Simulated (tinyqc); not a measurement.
Effective mass of the conduction band from tabulated energies, step by step. Values are carried at full precision from step to step, so a last printed digit may differ when a step is redone from the rounded ones.

c = hbar^2/2m0.
Constants: hbar^2/2m0 = 3.80998211 eV angstrom^2; kB = 8.617333262e-05 eV/K.

Inputs chosen for the exercise (out of a larger set: band of an eight-band Kane model near Ge; not measured data): T = 77 K (temperature).

## Finite differences

Energies along [100], from the band edge:
```
k (1/angstrom)   E (meV)
0.00000           0.0000
0.00660           4.3693
0.01320          17.2309
0.01980          37.9099
0.02640          65.4586
0.03300          98.8301
0.03960         137.0138
0.04620         179.1103
0.05280         224.3599
```

reference mass (curvature of the model at k = 0.0001 1/angstrom) = 0.03780 m0

The band is even in k. m = c k^2/E(k) from the points 1, 2, 4 (k = 0 is point 0); Richardson from points 1 and 2: c/m = [16 E(k1) - E(k2)]/(12 k1^2).

m from points 1, 2, 4 (m0): 0.03798  0.03853  0.04057

m by Richardson = 0.03781 m0

Errors against the reference: +0.49, +1.92 and +7.32 % and +0.02 %. The extrapolation removes the k^4 term.

## Least squares over all points

Fit E = a k^2 (a = sum k^2 E/sum k^4), then E = a k^2 + b k^4 from the normal equations; E in eV; m = c/a.

sums of k^4, k^6, k^8: 1.6645e-05  3.6943e-08  8.8875e-11

sums of k^2 E, k^4 E: 0.0013939  3.0520e-06

a, one term = 83.747 eV angstrom^2

a and b, two terms: 97.26  -6089

m, one and two terms (m0): 0.04549  0.03917

The parabola over all points errs by +20.4 % because the weights k^4 favour the outer points; the second term brings the error to +3.6 %.

## The non-parabolic form

E (1 + alpha E) = c k^2/m means that y = c k^2/E is a straight line in E with intercept m and slope m alpha. Fit the line by unweighted least squares over points 1 to 8, E in eV.

y (m0): 0.03798  0.03853  0.03940  0.04057  0.04198  0.04361  0.04540  0.04734

m = 0.03779 m0
alpha = 1.125 1/eV

The intercept errs by -0.03 %. The model has Eg = 0.881 eV, and for two bands alpha is near 1/Eg = 1.14 1/eV.

## Which mass for which use

From the fitted m and alpha: momentum mass at energy E, m (1 + 2 alpha E); curvature mass m (1 + 2 alpha E)^3; thermal factors to first order in alpha kT: density of states Nc (1 + 15 alpha kT/4), conductivity mass m (1 + 5 alpha kT). Take E = 3 kT/2.

alpha kT = 0.0075
momentum mass = 0.03864 m0
curvature mass = 0.04039 m0
factor on Nc = 1.0280
thermal conductivity mass = 0.03920 m0

alpha kT is small, so first order serves. In Ge the electrons sit at L; these values concern the Gamma valley.

## Checks

- Two-term fit by normal equations against a least-squares routine: both 97.2609.

Computed by tinyqc, a small Python program: `OMP_NUM_THREADS=1 python tinyqc.py 1880748 1880749 out.jsonl` (the numbers bound the seed that draws the inputs); one thread of a shared host (Intel(R) Xeon(R) Processor @ 2.30GHz), about 0.01 s for the whole set of steps.
